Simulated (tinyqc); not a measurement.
Valley-orbit splitting of a donor ground state, with strain: one step, computed by the program tinyqc.

The basis is the 1s envelope in each valley; energies are counted from the unstrained conduction-band edge. The strain is e_s (a a^T - 1/3) for the unit stress axis a, so valley j along n_j moves by Xi_u e_s w_j with w_j = (n_j.a)^2 - 1/3: +1/3 for [111] and [-1-11], -1/3 for the others.

Problem. Levels and ground state under strain. Diagonalise H; the ground vector has positive components. The density at the nucleus, and so the contact hyperfine coupling, scales as (sum_j c_j)^2/(number of valleys), which is 1 without strain; the envelopes are held fixed.

Valleys: four along <111>. Stress axis: [110].

H (meV):
```
,[111],[1-1-1],[-11-1],[-1-11]
[111],-10.58907,-1.00000,-1.00000,-1.00000
[1-1-1],-1.00000,-10.03093,-1.00000,-1.00000
[-11-1],-1.00000,-1.00000,-10.03093,-1.00000
[-1-11],-1.00000,-1.00000,-1.00000,-10.58907
```

Give: levels; valley amplitudes of the ground state; hyperfine ratio A/A_0.

Solution.

levels (meV): [-13.329, -9.589, -9.291, -9.031]

valley amplitudes of the ground state: [111] 0.53343, [1-1-1] 0.46417, [-11-1] 0.46417, [-1-11] 0.53343

hyperfine ratio A/A_0 = 0.99520
